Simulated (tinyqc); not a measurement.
Grain growth, pinning, strength and diffusional creep of a polycrystal or thin film: one step, computed by the program tinyqc. Command: `OMP_NUM_THREADS=1 python tinyqc.py 3021255 3021256 out.jsonl grain walk`. One thread of a shared host (Intel(R) Xeon(R) Processor @ 2.30GHz), about 0.01 s of CPU time with the checks.

One mean grain size d describes the structure.

Question. Grain size after the anneal. dd/dt = 2 M gamma (1/d - 1/d_lim) integrates to 2 M gamma t = d_lim (d0 - d) + d_lim^2 ln[(d_lim - d0)/(d_lim - d)]; without pinning d^2 = d0^2 + 4 M gamma t.

Inputs (values chosen for the exercise, for a model solid):
```
quantity               value   unit
boundary energy gamma   0.47  J/m^2
anneal temperature T     877      K
anneal time t          16000      s
initial grain size d0     20     nm
```

mobility M = 1.725356e-19 m^4/(J s)

limit d_lim = 303.4757 nm

Give: size without pinning; grain size d.

Answer.

size without pinning = 74.765 nm

grain size d = 68.860 nm

Pinning holds d to 92 % of the free value.
